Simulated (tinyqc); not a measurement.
What moves the optical constants: free-carrier optics of a doped semiconductor (Drude model).

eps(E) = ei [1 - Ep^2/(E^2 + i E Gam)], with Ep^2 = 8 pi c (e^2/(4 pi eps0)) N/(m ei), c = hbar^2/2m0, N in 1/angstrom^3 (1e-24 per 1/cm^3); Gam = hbar/tau, tau = mu m m0/e with m0/e = 5.685630e-12 kg/C and mu in m^2/(V s). Energies in meV.

n + i k = sqrt(eps1 + i eps2) with k >= 0; R = ((n - 1)^2 + k^2)/((n + 1)^2 + k^2) at normal incidence from vacuum; alpha = 2 E k/(hbar c), times 1e8 for 1/cm; loss function Im(-1/eps) = eps2/(eps1^2 + eps2^2).

Constants: hbar^2/2m0 = 3.80998211 eV angstrom^2; e^2/(4 pi eps0) = 14.39964547 eV angstrom; hbar = 6.58211957e-16 eV s; hbar c = 1973.269805 eV angstrom.

Parameters, chosen for this exercise (mass and dielectric values near those of Si; N and mu are free inputs; interband absorption and the rise of the mass with filling are left out; not measured data):
- N = 6.5e+19 1/cm^3 (carrier density)
- m = 0.28 m0 (conductivity mass)
- mu = 230 cm^2/(V s) (mobility)
- ei = 12 (high-frequency dielectric constant)
- E = 133.1 meV (photon energy)

At the energy E.

One parameter was then changed.

Results before and after:
```
case     Ep (meV)  Gam (meV)       R  alpha (1/cm)
base       163.32      17.98  0.7612      3.30e+04
changed    200.03      17.98  0.8901      5.20e+04
```

Which of these changes was made? (a) ei = 12.6; (b) m = 0.336 m0; (c) E = 159.7 meV; (d) mu = 138 cm^2/(V s); (e) N = 9.75e+19 1/cm^3.

Answer: (e) N = 9.75e+19 1/cm^3. Of the candidates, run in turn, only this one gives the changed row.

All candidates:
```
case                 Ep (meV)  Gam (meV)       R  alpha (1/cm)
base                   163.32      17.98  0.7612      3.30e+04
N = 9.75e+19 1/cm^3    200.03      17.98  0.8901      5.20e+04
m = 0.336 m0           149.09      14.98  0.6391      2.37e+04
mu = 138 cm^2/(V s)    163.32      29.96  0.6472      3.26e+04
ei = 12.6              159.39      17.98  0.7326      3.14e+04
E = 159.7 meV          163.32      17.98  0.2552      1.55e+04
```

tinyqc: `OMP_NUM_THREADS=1 python tinyqc.py 1681237 1681238 out.jsonl`; about 0.01 s, one thread, shared Intel(R) Xeon(R) Processor @ 2.30GHz.
